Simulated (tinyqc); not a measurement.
Worked calculation: microkinetic model of a Langmuir-Hinshelwood surface reaction A + (1/2) B2 = AB with Bronsted-Evans-Polanyi barriers. Computed by tinyqc, a small Python program that keeps every step. Command: `OMP_NUM_THREADS=1 python tinyqc.py 3019490 3019491 out.jsonl microkin walk`. One thread of a shared host (Intel(R) Xeon(R) Processor @ 2.30GHz), about 0.01 s of CPU time with the checks. Intermediate numbers are printed to about 6 digits and carried at full precision; extremes and crossings named in words are read from the listed rows.

A adsorbs in equilibrium; B2 dissociates irreversibly on two free sites; adsorbed A and B react irreversibly and AB leaves at once. theta_A + theta_B + theta_* = 1.

Inputs (values chosen for the exercise, for a model catalyst):
```
quantity                               value   unit
adsorption energy of A, E_A            -1.47     eV
adsorption energy per B atom, E_B      -1.42     eV
entropy loss of A, S_A                   1.7  meV/K
entropy loss of B2, S_B                  1.4  meV/K
slope a1 of the dissociation barrier    0.61      -
intercept b1                             1.1     eV
slope a2 of the reaction barrier        0.48      -
intercept b2                            0.13     eV
pressure p_A                          0.0063    bar
pressure p_B                           0.055    bar
temperature T                            500      K
```

Solver: Newton.

Constants: k_B = 8.617333262e-05 eV/K; hbar = 6.582119569e-16 eV s.

## Constants

K_A = exp(-(E_A + T S_A)/(k_B T)) per bar; barriers E1 = max(b1 + a1 2 E_B, 0), E2 = b2 - a2 (E_A + E_B); k1 = (k_B T/h) exp(-S_B/k_B) exp(-E1/(k_B T)) per bar, k2 = (k_B T/h) exp(-E2/(k_B T)), h = 2 pi hbar.

barrier E1 = 0 eV

barrier E2 = 1.5172 eV

K_A = 1.77552e+06 1/bar

k1 = 916448 1/(bar s)

k2 = 0.00531000 1/s

Caution: the linear relation gives a negative E1, which is set to zero: dissociation is not activated.

## Steady state in closed form

theta_A = K_A p_A theta_*; 2 k1 p_B theta_*^2 = k2 theta_A theta_B, so theta_B = w theta_* with w = 2 k1 p_B/(k2 K_A p_A); theta_* = 1/(1 + K_A p_A + w); rate r = k2 theta_A theta_B.

w = 1697.23

theta_* = 7.76157e-05

theta_A = 0.868191

theta_B = 0.131732

rate r = 6.07295e-04 1/s per site

The surface is covered by A, which blocks dissociation.

## Iterative solution

Unknown y = theta_B, theta_* = (1 - y)/(1 + K_A p_A). Newton steps on G(y) = 2 k1 p_B theta_* - k2 K_A p_A y, the balance divided by theta_*, would end in one step; the program uses the undivided F(y) = theta_* G(y): y(new) = y - F/F', start y = 0. Stop when the change is below 1e-10, after 80 steps at most.

Course of the iteration:
```
step      y in     y new       change
1     0.000000  0.116398  1.16398e-01
2     0.116398  0.131470  1.50718e-02
3     0.131470  0.131732  2.61466e-04
4     0.131732  0.131732  7.87365e-08
5     0.131732  0.131732  7.13318e-15
```

theta_B at the end = 0.131732

last change = 7.13318e-15

Converged in 5 steps to the closed form.

## Orders and rate control

From r = 2 k1 p_B theta_*^2: order in p_B and degree of control of step 1 = 1 - 2 theta_B; control of step 2 = 2 theta_B; order in p_A = 2 (theta_B - theta_A). Apparent energy = (E1 + k_B T)(1 - 2 theta_B) + (E2 + k_B T) 2 theta_B + E_A x order in p_A.

order in p_B, X1 = 0.736537

X2 = 0.263463

order in p_A = -1.47292

apparent activation energy = 2.60800 eV

## Rate against the binding of B

The formulas are those given above.

Changing E_B at fixed E_A:
```
E_B (eV)  E1 (eV)  E2 (eV)      theta_*      theta_A      theta_B   log10 r
-2.40           0   1.9876  1.06852e-08  1.19522e-04  9.99880e-01  -10.9389
-2.10           0   1.8436  3.01180e-07  3.36893e-03  9.96631e-01   -8.0388
-1.80           0   1.6996  7.80004e-06  8.72494e-02  9.12743e-01   -5.2123
-1.50           0   1.5556  6.52537e-05  7.29912e-01  2.70023e-01   -3.3673
-1.25           0   1.4356  8.73960e-05  9.77590e-01  2.23224e-02   -3.1135
-1.00           0   1.3156  8.92656e-05  9.98503e-01  1.40730e-03   -3.0951
-0.75       0.185   1.1956  8.93913e-05  9.99909e-01  1.18777e-06   -4.9586
-0.50       0.490   1.0756  8.93914e-05  9.99911e-01  6.17905e-11   -8.0329
-0.25       0.795   0.9556  8.93914e-05  9.99911e-01  3.21448e-15  -11.1072
0.00        1.100   0.8356  8.93914e-05  9.99911e-01  1.67224e-19  -14.1814
```

The rate is highest at E_B = -1 eV among these rows, where theta_B = 0.0014. On the weak-binding side log10 r falls by 12.3 per eV, from the dissociation barrier (2 a1/(k_B T ln 10) = 12.3). On the strong-binding side B fills the surface and the rate falls again: the Sabatier volcano.

Checks made by the program: iteration against the closed form (relative difference below 1e-10); apparent energy against a finite difference (on the scale of E2) (relative difference 5e-09).
